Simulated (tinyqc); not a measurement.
From dry film, estimate back to solids volume fraction c0: spin coating of a resist or spin-on film: centrifugal thinning, evaporation and the final thickness (Emslie and Meyerhofer models). Computed by tinyqc, a small Python program. Command: `OMP_NUM_THREADS=1 python tinyqc.py 3110236 3110237 out.jsonl spincoat inv`. One thread of a shared host (Intel(R) Xeon(R) Processor @ 2.30GHz), about 0.2 s of CPU time with the checks.

A Newtonian film stays uniform over the wafer; solvent and solids have the same density and the concentration is uniform through the thickness.

Inputs (values chosen for the exercise, of the order of those of a polymer resist in an ester solvent):
```
quantity,value,unit
kinematic viscosity of the solvent nu_s,0.89,mm^2/s
viscosity constant k,1100,mm^2/s
viscosity exponent gamma,2.4,-
spin speed f,1000,rpm
evaporation rate at 1000 rpm e0,0.33,micrometre/s
wafer radius R,150,mm
```

Method:
- omega = 2 pi f/60; nu(c) = nu_s + k c^gamma; evaporation rate e = e0 sqrt(f/1000 rpm).
- Flow constant K = 2 omega^2/(3 nu(c0)); Reynolds number of the air omega R^2/nu_air with nu_air = 15 mm^2/s.
- Meyerhofer estimate: flow rules until (1 - c0) K h^3 = e, then evaporation alone: h_w = (e/((1 - c0) K))^(1/3), dry film c0 h_w.

Problem. A run gave the result below. Find the solids volume fraction c0, known to lie between 0.16 and 0.4.

dry film, estimate = 2481.107 nm

Solution.

Each step takes the trial c = (a f_b - b f_a)/(f_b - f_a), f being the result less the target and a, b, c the logarithms of the listed values; c replaces end b, the old b replaces a if the sign of f changed, and otherwise f_a is halved.

Scan of the range:
```
solids volume fraction c0,"dry film, estimate (nm)"
0.160,1469.58
0.186,1935.16
0.217,2575.53
0.253,3437.90
0.295,4610.77
0.343,6182.64
0.400,8395.05
```

False position (Illinois rule, in the logarithm of the input) inside the bracket:
```
step,end a,end b,trial,"dry film, estimate (nm)"
1,0.186000,0.217000,0.212124,2468.59
2,0.217000,0.212124,0.212689,2480.86
3,0.217000,0.212689,0.212711,2481.34
4,0.212689,0.212711,0.212700,2481.11
5,0.212711,0.212700,0.212700,2481.11
```

dry film, estimate rises at every point of a 13-point scan of the range (every second point is shown), so one value fits; it is bracketed by 0.186 and 0.217. Answer: solids volume fraction c0 = 0.2127.
